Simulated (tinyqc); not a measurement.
Worked calculation: plane-wave Kohn-Sham cycle with exchange-only LDA in a layered model solid. One step of it, computed by the program tinyqc.

Problem. Iteration 1: potential. V_H(G) = 4 pi rho(G)/G^2 for G != 0 (uniform background); v_x = -(3 rho/pi)^(1/3); V = V_ext + V_H + v_x; Fourier components f(G_m) = (1/N) sum_j f(x_j) exp(-i G_m x_j).

A solid whose potential varies along x alone (atomic units):
```
parameter                      value
period a                   15.700000
cross-section of the cell  21.000000
electrons per cell                 4
grid points                       16
plane waves -n..n, n               2
k points                           4
V1 in V1 cos(2 pi x/a)     -0.330000
```

density at the start, on the grid x_j = j a/N (e/bohr^3): [0.01213224, 0.01213224, 0.01213224, 0.01213224, 0.01213224, 0.01213224, 0.01213224, 0.01213224, 0.01213224, 0.01213224, 0.01213224, 0.01213224, 0.01213224, 0.01213224, 0.01213224, 0.01213224]

Give: Potentials on the grid; V(G_m), m = 0, 1, 2, ....

Solution.

Potentials on the grid (hartree):
```
x          V_ext     V_H      v_x        V
0.0000   -0.3300  0.0000  -0.2263  -0.5563
0.9812   -0.3049  0.0000  -0.2263  -0.5312
1.9625   -0.2333  0.0000  -0.2263  -0.4596
2.9438   -0.1263  0.0000  -0.2263  -0.3526
3.9250         0  0.0000  -0.2263  -0.2263
4.9062    0.1263  0.0000  -0.2263  -0.1000
5.8875    0.2333  0.0000  -0.2263   0.0071
6.8688    0.3049  0.0000  -0.2263   0.0786
7.8500    0.3300  0.0000  -0.2263   0.1037
8.8313    0.3049  0.0000  -0.2263   0.0786
9.8125    0.2333  0.0000  -0.2263   0.0071
10.7937   0.1263  0.0000  -0.2263  -0.1000
11.7750        0  0.0000  -0.2263  -0.2263
12.7562  -0.1263  0.0000  -0.2263  -0.3526
13.7375  -0.2333  0.0000  -0.2263  -0.4596
14.7188  -0.3049  0.0000  -0.2263  -0.5312
```

V(G_m), m = 0, 1, 2, ... (hartree): [-0.2263, -0.1650, 0.0000, 0.0000, 0.0000]
